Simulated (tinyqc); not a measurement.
# Global model of a low-pressure process discharge: electron temperature, density, ion flux and ion energy, step by step

A worked calculation. Computed by tinyqc, a small Python program that keeps every step. Command: `OMP_NUM_THREADS=1 python tinyqc.py 3112304 3112305 out.jsonl plasma walk`. One thread of a shared host (Intel(R) Xeon(R) Processor @ 2.30GHz), about 0.01 s of CPU time with the checks. Intermediate numbers are printed to about 7 digits and carried at full precision; extremes and crossings named in words are read from the listed rows.

Maxwellian electrons with temperature T_e in eV, one positive ion, no negative ions, uniform bulk density n; rate constants have the Arrhenius form.

Inputs (values chosen for the exercise, of the order of those of an inductive discharge in a simple atomic gas):
```
quantity,value,unit
ion mass M,32,u
ionisation prefactor K0,3.7e-14,m^3/s
ionisation energy E_iz,14.5,eV
excitation prefactor X0,3.6e-14,m^3/s
excitation energy E_ex,11.7,eV
elastic rate constant K_el,1.1e-13,m^3/s
ion-neutral cross section,8.4e-19,m^2
pressure p,5.5,Pa
gas temperature T_g,500,K
radius R,16,cm
height L,9.3,cm
absorbed power P,310,W
bias power P_b,320,W
radius of the biased electrode,5,cm
bias frequency,0.4,MHz
mixing,0.2,-
```

Constants: k_B = 1.380649e-23 J/K; e = 1.602176634e-19 C; u = 1.6605390666e-27 kg; m_0 = 9.1093837015e-31 kg; eps_0 = 8.8541878128e-12 F/m.

## Geometry factors

n_g = p/(k_B T_g); lambda_i = 1/(n_g sigma); h_L = 0.86/sqrt(3 + L/(2 lambda_i)), h_R = 0.8/sqrt(4 + R/lambda_i); A_eff = 2 pi R^2 h_L + 2 pi R L h_R; d_eff = pi R^2 L/A_eff.

gas density n_g = 7.967268e+20 1/m^3

ion mean free path = 0.1494209 cm

h_L = 0.1472289

h_R = 0.07590527

A_eff = 307.7837 cm^2

d_eff = 24.30117 cm

Caution: at so short an ion path the formulas for h_L and h_R give way to the ambipolar-diffusion limit.

## A fixed-point cycle for T_e

Particle balance: K0 exp(-E_iz/T_e) n_g d_eff = u_B, u_B = sqrt(e T_e/M). Cycle: T_out = T sqrt(loss/creation) with loss/creation = u_B/(K0 exp(-E_iz/T) n_g d_eff); T -> T + mixing (T_out - T), kept between 0.3 and 60 eV, from 3 eV; stop at |T_out - T| < 1e-9 eV or after 60 steps.

Course:
```
step,T (eV),T_out (eV),residual (eV)
0,3.000000,0.688978,-2.311022e+00
1,2.537796,0.868013,-1.669782e+00
2,2.203839,1.121859,-1.081981e+00
3,1.987443,1.410559,-5.768837e-01
4,1.872066,1.638943,-2.331234e-01
5,1.825442,1.753197,-7.224461e-02
6,1.810993,1.791754,-1.923866e-02
...,...,...,...
13,1.805855,1.805854,-1.110736e-06
14,1.805855,1.805854,-2.744144e-07
15,1.805855,1.805855,-6.779575e-08
16,1.805855,1.805855,-1.674935e-08
17,1.805855,1.805855,-4.138028e-09
18,1.805855,1.805855,-1.022324e-09
19,1.805855,1.805855,-2.525711e-10
```

last residual = 2.525711e-10 eV

Converged in 20 steps.

## Electron temperature

Root found by bracketing.

T_e = 1.805855 eV

Bohm velocity u_B = 2333.442 m/s

K_iz = 1.205204e-17 m^3/s

## Energy per pair and density

E_c = E_iz + (X0 exp(-E_ex/T_e) E_ex + K_el (3 m_0/M) T_e)/K_iz; wall potential V_s = (T_e/2) ln(M/(2 pi m_0)); E_T = E_c + 2 T_e + T_e/2 + V_s; n = P/(e u_B A_eff E_T); ion current density J = e h_L n u_B; ionised share n/n_g.

collisional loss per pair E_c = 69.00952 eV

wall potential V_s = 8.249177 V

E_T = 81.77333 eV

plasma density n = 3.294556e+11 1/cm^3

ion current density J = 1.813416 mA/cm^2

ionised share = 4.135115e-04

Collisions take 84 % of the power and the walls the rest. T_e came from the particle balance alone; the power sets only n.

## Biased electrode

All bias power goes to ions: V_b = P_b/(J pi r^2). Debye length at the sheath edge lambda_D = sqrt(eps_0 T_e/(e h_L n)); Child-law sheath s = (sqrt2/3) lambda_D (2 V/T_e)^(3/4), V = V_b + V_s; ion transit time tau_i = 3 s sqrt(M/(2 e V)); collisions in the sheath s/lambda_i.

bias voltage V_b = 2246.791 V

lambda_D = 45.35922 micrometre

sheath width s = 7.554148 mm

ion transit time = 194.3385 ns

transit time over bias period = 0.07773541

s/lambda_i = 5.055617

Ions cross within a small part of a period and sample the instantaneous voltage: a broad, two-peaked energy distribution. Many ions collide in the sheath, which lowers their energy and widens their angles.

## Pressure series at fixed power

n_g = p/(k_B T_g), lambda_i = 1/(n_g sigma), K_iz = K0 exp(-E_iz/T_e), h_L = 0.86/sqrt(3 + L/(2 lambda_i)), h_R = 0.8/sqrt(4 + R/lambda_i), A_eff = 2 pi R^2 h_L + 2 pi R L h_R and d_eff = pi R^2 L/A_eff follow p. E_c = E_iz + (X0 exp(-E_ex/T_e) E_ex + K_el (3 m_0/M) T_e)/K_iz; E_T = E_c + (5/2) T_e + (T_e/2) ln(M/(2 pi m_0)); n = P/(e u_B A_eff E_T); J = e h_L n u_B. Pressures without a root below 2 E_iz are left out.

Against pressure:
```
p (Pa),T_e (eV),E_c (eV),E_T (eV),n (1/cm^3),J (mA/cm^2)
0.1,6.758878,31.73552,79.5074,5.187116e+10,1.708630
0.2,4.649270,35.30531,68.1664,8.007439e+10,2.032307
0.5,3.289031,41.21039,64.4573,1.230314e+11,2.211126
1.0,2.674942,47.01783,65.9244,1.654837e+11,2.200710
2.0,2.242606,54.39601,70.2468,2.207941e+11,2.090795
5.0,1.839887,67.38916,80.3935,3.177456e+11,1.843442
10.0,1.617616,80.70542,92.1388,4.093738e+11,1.613855
20.0,1.442828,98.87386,109.0718,5.121762e+11,1.365699
```

T_e falls from 6.76 to 1.44 eV, n changes by a factor 9.9 and J by 0.80; in J = P h_L/(A_eff E_T), E_T changes by a factor 1.37 and is least at 0.5 Pa, between wall losses at high T_e and excitation losses at low T_e.

Checks made by the program: cycle against bracketing (relative difference below 1e-10).
